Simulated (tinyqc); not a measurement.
Capacitance measurement on a leaky thin oxide: effects of series resistance and leakage: one step of the calculation.

The device is a capacitance C in parallel with a leakage conductance G, in series with Rs and Ls. An impedance meter reports either a parallel pair (Cp, Gp) from Y = 1/Z = Gp + i w Cp or a series pair (Cs, Rm) from Z = Rm + 1/(i w Cs); w = 2 pi f, dissipation D = Gp/(w |Cp|).

Task. True capacitance and conductance. EOT = 3.9 tox/eox; CET = EOT + zc + zp; C = 3.9 eps0 A/CET; G = Jg A/Vs.

Inputs (values chosen for the exercise); values of the order met in thin-oxide MOS capacitors: relative permittivity of the gate insulator (close to silicon dioxide) eox = 3.9; insulator thickness tox = 3.3 nm; gate area A = 400 um^2; oxide-equivalent thickness added by the accumulation layer zc = 0.54 nm; oxide-equivalent thickness added by gate depletion zp = 0.14 nm; gate leakage current density, not matched to the thickness Jg = 0.0012 A/cm^2; voltage for an e-fold rise of the leakage Vs = 0.44 V.

Constants: eps0 = 8.8541878128e-14 F/cm where lengths are in cm. Results are converted to the units shown.

Wanted: EOT; CET; C; G.

Result.

EOT = 3.300 nm
CET = 3.980 nm
C = 3.470 pF
G = 0.01091 uS

Computed by the program tinyqc: `OMP_NUM_THREADS=1 python tinyqc.py 2022170 2022171 out.jsonl`, one thread of a shared Intel Xeon 2.30GHz, about 0.01 s for the whole run.
